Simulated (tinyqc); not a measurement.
Against temperature: two-band model of a narrow-gap semiconductor with electrons and holes. Computed by tinyqc, a small Python program. Command: `OMP_NUM_THREADS=1 python tinyqc.py 3007730 3007731 out.jsonl bipolar walk`. One thread of a shared host (Intel(R) Xeon(R) Processor @ 2.30GHz), about 0.04 s of CPU time with the checks.

Two parabolic bands with acoustic scattering (r = -1/2, a = 0), a gap that does not change with T, and fully ionised dopants. Melting is ignored, so values above the melting point are formal, and kappa_L does not change with T. eta_n = (E_F - E_c)/(k_B T), eta_p = -eta_n - E_g/(k_B T).

Inputs (values chosen for the exercise, modelled on InAs):

| quantity | value | unit |
|---|---|---|
| electron mass m_n | 0.023 | m_0 |
| hole mass m_p | 0.41 | m_0 |
| electron mobility parameter mu_300,n | 30000 | cm^2/(V s) |
| hole mobility parameter mu_300,p | 430 | cm^2/(V s) |
| temperature exponent p | 1.5 | - |
| band gap E_g | 0.34 | eV |
| net doping N | 5.3e+17 | 1/cm^3 |
| lattice thermal conductivity kappa_L | 19 | W/(m K) |

Doping: p-type.

Constants: k_B = 8.617333262e-05 eV/K; m_0 = 9.1093837015e-31 kg; k_B = 1.380649e-23 J/K; hbar = 1.054571817e-34 J s; e = 1.602176634e-19 C.

Method:
- With x = E/(k_B T), a = alpha k_B T (0 for a parabolic band), G = x (1 + a x), D = 1 + 2 a x and <y> = int y f (1 - f) dx, f = 1/(1 + exp(x - eta)): tau = tau_0 G^r/D; transport function s = G^(3/2 + r)/D^2; n = N_0 <G^(3/2)> with N_0 = (2 m k_B T)^(3/2)/(3 pi^2 hbar^3).
- Integrals over x = E/(k_B T) use 160 Gauss-Legendre points in u = sqrt(x) from 0 to sqrt(max(eta, 0) + 32).
- sigma = e mu_0 N_0 <s> with mu_0 = e tau_0/m = mu_300 (T/300 K)^(-p); |S| = (k_B/e)(<x s>/<s> - eta); Lorenz number L = (k_B/e)^2 (<x^2 s>/<s> - (<x s>/<s>)^2); kappa_e = L sigma T; zT = S^2 sigma T/(kappa_L + kappa_e).
- Neutrality: p - n = N, with n = N_0(m_n) <x^(3/2)> at eta_n and p = N_0(m_p) <x^(3/2)> at eta_p.
- Both bands together (these totals replace the one-band zT): sigma = sigma_n + sigma_p; S = (sigma_p |S_p| - sigma_n |S_n|)/sigma; kappa_bip = (sigma_n sigma_p/sigma)(|S_n| + |S_p|)^2 T; kappa_e = (L_n sigma_n + L_p sigma_p) T; zT = S^2 sigma T/(kappa_L + kappa_e + kappa_bip); weak-field R_H = (r_p sigma_p^2/p - r_n sigma_n^2/n)/(e sigma^2), where the Hall factors r_n and r_p are <x^(3/2)> <x^(1/2)>/<s>^2.

The same sample:

| T (K) | n (1/cm^3) | p (1/cm^3) | sigma (S/cm) | S (microvolt/K) | kappa_bip (W/(m K)) | zT | R_H (cm^3/C) |
|---|---|---|---|---|---|---|---|
| 150 | 4.7339e+05 | 5.3000e+17 | 75.24 | 302.73 | 4.9890e-10 | 0.005439 | 13.70 |
| 200 | 8.2812e+08 | 5.3000e+17 | 49.41 | 338.94 | 4.6280e-07 | 0.005970 | 13.76 |
| 250 | 8.4875e+10 | 5.3000e+17 | 35.56 | 367.25 | 2.9463e-05 | 0.006307 | 13.78 |
| 300 | 2.0537e+12 | 5.3000e+17 | 27.16 | 390.12 | 4.8880e-04 | 0.006522 | 13.53 |
| 350 | 2.1471e+13 | 5.3002e+17 | 21.66 | 406.49 | 3.7398e-03 | 0.006587 | 10.97 |
| 400 | 1.3163e+14 | 5.3013e+17 | 18.02 | 406.80 | 1.7410e-02 | 0.006269 | -3.08 |
| 500 | 1.8465e+15 | 5.3185e+17 | 15.84 | 254.86 | 1.3137e-01 | 0.002687 | -143.38 |
| 600 | 1.1557e+16 | 5.4156e+17 | 24.56 | -68.96 | 2.9638e-01 | 0.000363 | -224.39 |
| 750 | 7.1681e+16 | 6.0168e+17 | 71.54 | -221.79 | 3.4256e-01 | 0.013587 | -80.17 |
| 900 | 2.1784e+17 | 7.4784e+17 | 149.53 | -204.61 | 3.5172e-01 | 0.028802 | -29.70 |
| 1050 | 4.4643e+17 | 9.7643e+17 | 230.67 | -179.67 | 3.8548e-01 | 0.039537 | -14.81 |
| 1200 | 7.4217e+17 | 1.2722e+18 | 302.41 | -161.38 | 4.3452e-01 | 0.047175 | -8.93 |

Among the rows where S keeps the majority sign, zT is largest at 350 K and |S| at 400 K. Among these rows sigma is least at 500 K; at higher T thermal pairs outweigh the falling mobility. R_H changes sign between 350 and 400 K. S changes sign between 500 and 600 K. kappa_bip reaches 0.435 W/(m K) at the last row, 0.0229 times kappa_L.

Extremes, crossings and ranges named in words are read from the listed rows.
